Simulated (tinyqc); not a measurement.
# Koster-Slater impurity in a tight-binding band, by Green functions and by supercells, step by step

A worked calculation. Computed by tinyqc, a small Python program that keeps every step. Command: `OMP_NUM_THREADS=1 python tinyqc.py 3031809 3031810 out.jsonl kosterslater walk`. One thread of a shared host (Intel(R) Xeon(R) Processor @ 2.30GHz), about 0.06 s of CPU time with the checks. Intermediate numbers are printed to about 6 digits and carried at full precision; extremes and crossings named in words are read from the listed rows.

One orbital per site, e(k) = -2 t sum cos(k_i) over 3 direction(s), band from -6 t to 6 t, lattice constant 1. One site has the extra energy U. Spin is left out.

Inputs (values chosen for the exercise, for a model band): hopping t = 0.43 eV; impurity potential U = -3.59 eV; supercell edge N = 4 sites; energy inside the band E = 1.07 eV; broadening eta = 0.034 eV; impurity concentration c = 0.005 per site.

Lattice: simple cubic.

Constants: hbar = 6.582119569e-16 eV s.

## The host Green function outside the band

Outside the band G0(E) = (1/pi) int_0^pi dk (2/(pi z)) K(16 t^2/z^2), z = E + 2 t cos k, K the complete elliptic integral with parameter m; 200 Gauss-Legendre points. A bound state solves 1/U = G0(E). Energies: 0.05, 0.2, 0.5, 1, 2, 4 and 8 t beyond the band edge on the side of U, rounded to four digits.

Scan on the side of U:
```
E (eV)  G0 (1/eV)  1/U - G0 (1/eV)
-2.601  -0.545720         0.267169
-2.666  -0.501416         0.222865
-2.795  -0.450867         0.172315
-3.010  -0.396567         0.118015
-3.440  -0.327748         0.049196
-4.300  -0.249179        -0.029372
-6.020  -0.171634        -0.106917
```

G0 stays finite at the band edge, 0.252731/t in size, so binding needs |U| > 3.957 t.

## The bound state

Bisection in ln(distance from the edge) between 1e-5 t and |U| + t. Weight on the impurity site: -1/(U^2 dG0/dE), by a central difference with step min(1e-4 t, distance/30). Decay length along an axis: 1/arccosh(1 + distance/(2 t)).

level E_b = -3.91386 eV

distance from the band edge = 1.33386 eV

weight on the impurity site = 0.900581

decay length = 0.629409 sites

The state is compact: most of it sits on the impurity.

## Green function inside the band

Inside the band G0(z), z = E + i eta, comes from the chain form 1/(sqrt(y - 2t) sqrt(y + 2t)) (principal roots) at y = z + 2 t cos k + 2 t cos k', averaged over k and k' in (0, pi) with 200 Gauss-Legendre points each.

G0(E + i eta) = 0.692615-0.687454i 1/eV

## Scattering

T = U/(1 - U G0); phase shift delta = -arg(1 - U G0) in (-pi, pi]; host density of states -Im G0/pi; on the impurity -Im[G0/(1 - U G0)]/pi; lifetime of a band state hbar/(-2 c Im T).

T matrix = -0.685970-0.485573i eV

phase shift delta = 0.615984 rad

host density of states = 0.218823 1/eV

density of states on the impurity = 0.0119927 1/eV

scattering lifetime = 135.554 fs

The Born approximation would take Im T = U^2 Im G0 = -8.86 eV, 18.2 times the full value.

## The level in the supercell

In a periodic cell of N sites along each direction with Bloch vector K, the level solves 1/U = N^-d sum_k 1/(E - e(k)), k_i = (2 pi m_i + K_i)/N, m_i = 0..N-1; the outermost root on the side of U is taken (bisection). d is the number of directions. Gamma means K_i = 0, the zone corner K_i = pi, the quarter point K_i = pi/2. The error is measured against the isolated level E_b.

level at Gamma = -3.92108 eV

level at the corner = -3.90708 eV

level at the quarter point = -3.91386 eV

error at Gamma = -0.00721527 eV

width between Gamma and the corner = 0.0139982 eV

Images turn the level into a band 0.0140 eV wide; the quarter point misses the isolated level by 5.4e-6 eV, far less than Gamma, because the leading hopping between images averages out there.

## Convergence with cell size

Even N; errors against the isolated level E_b, set to 0 below 1e-6 t.

Error of the level (eV):
```
N   sites         Gamma       corner  quarter point
2       8  -3.21470e-01  3.23862e-01    6.78296e-03
4      64  -7.21527e-03  6.78296e-03    5.42728e-06
6     216  -1.84190e-04  1.80927e-04              0
8     512  -5.45021e-06  5.42728e-06              0
10   1000             0            0              0
12   1728             0            0              0
```

The error at Gamma falls exponentially, between the last two resolved rows by exp(-1.760) per site against 1/(decay length) = 1.589; the rest is the power-law prefactor of the Green function. Gamma and the corner err in opposite directions. Among the sizes listed an error below 1 meV is first reached at N = 6 at Gamma; at the quarter point N = 4 is enough.

## Phase shift across the band

delta/pi = -arg(1 - U G0)/pi counts the states added below E (Friedel); host DOS = -Im G0/pi, DOS on the impurity = -Im[G0/(1 - U G0)]/pi; 13 evenly spaced energies from -(band edge + |U| + 2t) to +(band edge + |U| + 2t).

Across the spectrum:
```
E (eV)    Re G0 (1/eV)  host DOS (1/eV)  DOS on the impurity (1/eV)  delta/pi
-7.03000     -0.145631         0.000235                   0.0010332  0.001770
-5.85833     -0.176711         0.000351                   0.0026240  0.003444
-4.68667     -0.225791         0.000588                   0.0163764  0.011145
-3.51500     -0.318563         0.001273                   0.0610693  0.968299
-2.34333     -0.591756         0.047805                   0.0307433  0.857677
-1.17167     -0.686540         0.195047                   0.0279260  0.686981
0.00000       0.000000         0.326414                   0.0224298  0.415573
1.17167       0.686540         0.195047                   0.0115802  0.180069
2.34333       0.591756         0.047805                   0.0047555  0.054394
3.51500       0.318563         0.001273                   0.0002769  0.002131
4.68667       0.225791         0.000588                   0.0001794  0.001166
5.85833       0.176711         0.000351                   0.0001313  0.000771
7.03000       0.145631         0.000235                   0.0001015  0.000555
```

delta/pi starts and ends near zero (+0.002 and +0.001): the impurity moves states but creates none. delta/pi rises at the bound state below the band (-3.914 eV), reaches 0.97 among these rows (1 in the limit of small eta, just above the level) and is paid back by the top of the band.

Checks made by the program: G0 at the level by a direct sum over directions (relative difference below 1e-10).
